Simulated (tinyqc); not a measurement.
## CMOS inverter, nodal equation and switching: effect of the supply voltage

An n-channel pull-down (bn, VTn) and a p-channel pull-up (bp, VTp) share the input Vin and the output node Vout, which carries the load C. Transistor (EKV form, voltages against the body): I = 2 n b Vt^2 [F(vp - Vs) - F(vp - Vd)] from drain to source, F(v) = ln^2(1 + exp(v/(2 Vt))), vp = (Vg - VT + sg |Vd - Vs|)/n. n-channel bodies are at 0; for the p-channel device all voltages are counted down from Vdd. b in uA/V^2 gives I in uA. Static: In = Ip. Transient: C dVout/dt = Ip - In. No velocity saturation, no gate capacitance beyond C.

VM solves In = Ip with Vin = Vout; VIL and VIH are the inputs of gain -1, NML = VIL - Vout(VIH), NMH = Vout(VIL) - VIH. For a step input the delay to Vdd/2 is tHL = C times the integral of dV/(In - Ip) from Vdd/2 to Vdd at Vin = Vdd, and tLH likewise with Ip - In from 0 to Vdd/2 at Vin = 0.

Values chosen for this exercise: temperature T = 300 K; slope factor n = 1.34; drain-induced barrier lowering sg = 0.05; n-channel threshold VTn = 0.25 V; p-channel threshold (magnitude) VTp = 0.29 V; gain factor of the pull-down transistor bn = 320 uA/V^2; gain factor of the pull-up transistor bp = 160 uA/V^2; load capacitance C = 0.41 fF.

Constants: q = 1.602176634e-19 C, kB = 1.380649e-23 J/K, Vt = kB T/q. Results are converted to the units shown.

Result of one run:
```
Vdd (V)  VM (V)  gain at VM  NML (V)  NMH (V)  tHL (ps)  tLH (ps)
0.8      0.3521      -19.99   0.2541   0.3604     4.089     9.429
```

What becomes of these results when the supply voltage Vdd is changed from 0.8 to 1.2 V, all else the same?

Result of the changed run:
```
Vdd (V)  VM (V)  gain at VM  NML (V)  NMH (V)  tHL (ps)  tLH (ps)
1.2      0.5217      -20.00   0.3239   0.5219     2.089     4.528
```

The whole series:
```
Vdd (V)   VM (V)  gain at VM  NML (V)  NMH (V)  tHL (ps)  tLH (ps)
0.2      0.07013      -9.304  0.03273  0.09779     385.5      2082
0.3       0.1186      -16.84  0.07822   0.1444     71.14     292.6
0.4       0.1674      -19.31   0.1218   0.1902     23.49     74.88
0.5       0.2155      -19.84   0.1622   0.2348     11.78     32.14
0.6       0.2623      -19.95   0.1981   0.2779     7.420     18.59
0.8       0.3521      -19.99   0.2541   0.3604     4.089     9.429
1         0.4378      -20.00   0.2932   0.4414     2.775     6.154
1.2       0.5217      -20.00   0.3239   0.5219     2.089     4.528
```

As Vdd goes from 0.2 to 1.2 V, VM rises from 0.0701 to 0.522 V, the size of the gain rises from 9.30 to 20.0, tHL falls from 386 to 2.09 ps and tLH falls from 2080 to 4.53 ps. The smaller margin is largest, 0.324 V, at Vdd = 1.2 V among the rows. For Vdd = 0.8 to 1.2 V the overdrive passes 0.5 V, where velocity saturation, left out here, would lengthen the delays of short devices. At Vdd = 0.2 V the supply is below a threshold, where mismatch, left out here, dominates margins and delay.

Program tinyqc, `OMP_NUM_THREADS=1 python tinyqc.py 2340037 2340038 out.jsonl`; Intel Xeon 2.30GHz, shared host, one thread, about 0.03 s.
